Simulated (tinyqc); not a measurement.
MESFET, gradual channel with velocity saturation: two steps of the calculation.

A uniformly doped n-type channel, depleted from the top by a Schottky gate; at channel potential V the depleted share of a is u = sqrt((Vbi - Vg + V)/Vp), s at the source. Electrons drift with v = mu E/(1 + mu E/vsat). Abrupt depletion edge, no series resistance, source at 0.

Problem 1. The saturation point by Newton steps. a is the channel (half-)thickness, Vp its pinch-off voltage and Z = mu Vp/(vsat L); an iterate with u > 1 is an overshoot, not a physical state. f = (1 - u)(1 + Z (u^2 - s^2)) - Z F/3, F = 3 (u^2 - s^2) - 2 (u^3 - s^3); f' = -(1 + Z (u^2 - s^2)); u(new) = u - f/f'.

u at the start = 0.604
Z = 1.6197277
s = 0.60401436

Give: f; f'; u after iteration 1.

Solution 1.

f = 0.39600
f' = -0.99997
u after iteration 1 = 1.0000

Problem 2. Saturation voltage, current and transconductance. Vdsat = Vp (um^2 - s^2); Isat = (G0 Vp/Z)(1 - um), which is q Nd vsat a W (1 - um); gm = G0 (um - s)/(1 + Z (um^2 - s^2)). For Z = 0: Vdsat = Vp (1 - s^2), Isat = (G0 Vp/3)(1 - 3 s^2 + 2 s^3), gm = G0 (1 - s).

um = 0.90016850
Vp = 4.0493192 V
G0 = 14.310642 mS
Z = 1.6197277
s = 0.60401436

Find: Vdsat; Isat; gm; Vdsat for Z = 0; Isat for Z = 0; gm for Z = 0.

Solution 2.

Vdsat = 1.804 V
Isat = 3.572 mA
gm = 2.462 mS
Vdsat for Z = 0 = 2.572 V
Isat for Z = 0 = 6.688 mA
gm for Z = 0 = 5.667 mS

The current saturates with 9.98 % of the channel still open at the drain, at 0.534 of the constant-mobility current.

Numbers from tinyqc (`OMP_NUM_THREADS=1 python tinyqc.py 2500147 2500148 out.jsonl`; about 0.04 s on one thread of a shared Intel Xeon 2.30GHz).
